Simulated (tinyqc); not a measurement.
Gupta-type many-body potential for a metal: one step, computed by the program tinyqc.

E_i = sum_j A exp(-p (r_ij/r0 - 1)) - xi rho_i^gamma, with rho_i = sum_j exp(-2 q (r_ij/r0 - 1)); gamma = 1/2 is the tight-binding second-moment form. The crystal is fcc unless stated; d is the neighbour distance and a fixed number of shells is kept.

Question. Unrelaxed vacancy. Each neighbour j of the vacancy loses one repulsive term and one density term: E_v = sum_shells count x {-repulsion - xi [(rho - density)^gamma - rho^gamma]}. (The removed atom returns to a bulk-like site, so its own energy cancels.)

Inputs (values chosen for the exercise, modelled on gold): hopping xi = 1.76 eV; embedding exponent gamma = 0.5.

Shells:
```
shell  count  r (angstrom)  repulsion (eV)    density
1         12      2.906714       0.1916422  0.9381984
```

density rho = 11.25838

repulsive energy = 2.299706 eV

Give: vacancy energy E_v; ratio E_v/E_c, E_c = xi rho^gamma less the repulsive energy.

Answer.

vacancy energy E_v = 0.7172 eV

ratio E_v/E_c, E_c = xi rho^gamma less the repulsive energy = 0.1989

A pair potential gives E_v = E_c; here the ratio is 0.20, as the remaining bonds of the neighbours strengthen when one is lost.
